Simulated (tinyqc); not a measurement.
## Pinning factor and decay constant from two barriers

Inverse problem. phiB = S (phiM - chi) + (1 - S)(Eg - E0) with S = 1/(1 + (1/S0 - 1) exp(-be ti)). Find S0, S at the given thickness and be.

Inputs (values chosen for the exercise); semiconductor values close to those of gallium arsenide; interlayer mass of the order of that in zinc oxide, offset chosen freely:
- Eg = 1.47 eV (band gap)
- chi = 3.97 eV (electron affinity)
- E0 = 0.49 eV (charge-neutrality level above the valence band)
- phiM = 4.48 eV (metal work function)

phiB at ti = 0, 0.5 nm (eV): [0.933, 0.72125519]

Solution. Each barrier gives its S by linear interpolation between the pinned and the unpinned value; the ratio of the two values of 1/S - 1 is exp(be ti).

S0 = 0.100
S = 0.551
be = 4.80 1/nm

Computed by the program tinyqc: `OMP_NUM_THREADS=1 python tinyqc.py 2270118 2270119 out.jsonl`, one thread of a shared Intel Xeon 2.30GHz, about 0.03 s for the whole run.
